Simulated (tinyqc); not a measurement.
# p-type polysilicon, carrier trapping at grain boundaries: effect of the doping

One-dimensional grains of size Lg, uniform ionised doping N, monovalent traps Qt at each boundary at a depth Et below (for electrons) or above (for holes) the band edge there, abrupt depletion of width W on each side of a boundary, Boltzmann statistics. xi is the distance from the band edge at the grain centre to the Fermi level. Trapped charge Qt/(1 + exp((xi + VB - Et)/Vt)) = 2 N W, barrier VB = q N W^2/(2 eps0 eps_r).

If the trap equation with xi = Vt ln(NB/N) has a root W < Lg/2, the grain is partly depleted; otherwise W = Lg/2 and the trap equation gives xi = Et - VB + Vt ln(Qt/(N Lg) - 1). N* = Qt/Lg. n0 = NB exp(-xi/Vt); mean density n0 (1 - 2 W/Lg) by charge balance in a partly depleted grain, and n0 (sqrt(pi)/2) erf(u)/u with u = sqrt(VB/Vt) in a fully depleted one; v = sqrt(kB T/(2 pi ms m0)); barrier resistivity Vt exp(VB/Vt)/(q fe n0 v Lg); grain resistivity (1 - 2 W/Lg)/(q n0 mug); effective mobility 1/(q mean density total resistivity). Rows with xi above 0.45 V, towards mid-gap, are left out, since the other carrier type is ignored.

Values chosen for this exercise; values of the order met in polycrystalline silicon:
```
symbol,value,unit,meaning
T,300,K,temperature
eps_r,11.7,,relative permittivity
NB,2.65e19,cm^-3,valence-band density of states at T
Lg,60,nm,grain size
Qt,7.4e11,cm^-2,trap density of a grain boundary
Et,0.31,eV,depth of the trap level from the majority band edge at the boundary
ms,0.57,m0,mass for thermionic emission
fe,0.25,,correction factor of the emission rate
mug,53,cm^2/(V s),mobility inside the grains
```

Constants: q = 1.602176634e-19 C, kB = 1.380649e-23 J/K, m0 = 9.1093837015e-31 kg, Vt = kB T/q, eps0 = 8.8541878128e-14 F/cm where lengths are in cm. Results are converted to the units shown.

Result of one run:
```
N (cm^-3)	N/N*	depleted share 2 W/Lg	VB (V)	xi (V)	mean density (cm^-3)	resistivity (ohm cm)	effective mobility (cm^2/(V s))
1.3e16	0.1054	1.000	0.009048	0.3562	2.457e13	1560	162.9
```

What becomes of these results when the doping N is changed from 1.3e16 to 2.7e16 cm^-3, all else the same?

Result of the changed run:
```
N (cm^-3)	N/N*	depleted share 2 W/Lg	VB (V)	xi (V)	mean density (cm^-3)	resistivity (ohm cm)	effective mobility (cm^2/(V s))
2.7e16	0.2189	1.000	0.01879	0.3241	7.642e13	655.8	124.5
```

The whole series:
```
N (cm^-3)	N/N*	depleted share 2 W/Lg	VB (V)	xi (V)	mean density (cm^-3)	resistivity (ohm cm)	effective mobility (cm^2/(V s))
6.2e15	0.05027	1.000	0.004315	0.3817	9.728e12	3473	184.7
1.3e16	0.1054	1.000	0.009048	0.3562	2.457e13	1560	162.9
2.7e16	0.2189	1.000	0.01879	0.3241	7.642e13	655.8	124.5
5.7e16	0.4622	1.000	0.03967	0.2743	4.310e14	213.9	67.69
1.2e17	0.9730	0.9945	0.08261	0.1395	6.553e14	6.149	1549
2.5e17	2.027	0.4917	0.04206	0.1206	1.271e17	0.8540	57.51
5.3e17	4.297	0.2325	0.01995	0.1011	4.067e17	0.2937	52.24
1.1e18	8.919	0.1121	0.009620	0.08226	9.767e17	0.1349	47.38
2.3e18	18.65	0.05362	0.004602	0.06319	2.177e18	0.06414	44.71
4.9e18	39.73	0.02517	0.002160	0.04364	4.777e18	0.03013	43.37
```

As N goes from 6.2e15 to 4.9e18, VB goes from 0.00431 through a maximum of 0.0826 (at N = 1.2e17 among the rows listed) to 0.00216 V, the resistivity falls from 3470 to 0.0301 ohm cm and the effective mobility moves up and down between 43.4 and 1550 cm^2/(V s). The steepest fall of the resistivity among the rows, as N^(-4.8), lies between N = 5.7e16 and 1.2e17 cm^-3; N* = 1.23e17 cm^-3. While the grain is fully depleted VB grows as N; once the traps are full it falls as 1/N. For N = 2.3e18, 4.9e18 xi is under 2.5 Vt, where Boltzmann statistics begin to fail. For N = 6.2e15, 1.3e16, 2.7e16, 5.3e17, 1.1e18, 2.3e18, 4.9e18 VB is below Vt, where abrupt depletion and thermionic emission are rough. For N = 1.2e17 the grain is near the changeover between partial and full depletion, within a few Debye lengths, where both limits are rough. For N = 6.2e15, 1.3e16, 2.7e16, 5.7e16, 1.2e17, 2.5e17 the effective mobility exceeds mug, since drift through the depleted part of the grain is left out.

tinyqc, about 0.01 s, one thread, Intel Xeon 2.30GHz (shared host): `OMP_NUM_THREADS=1 python tinyqc.py 2830261 2830262 out.jsonl`
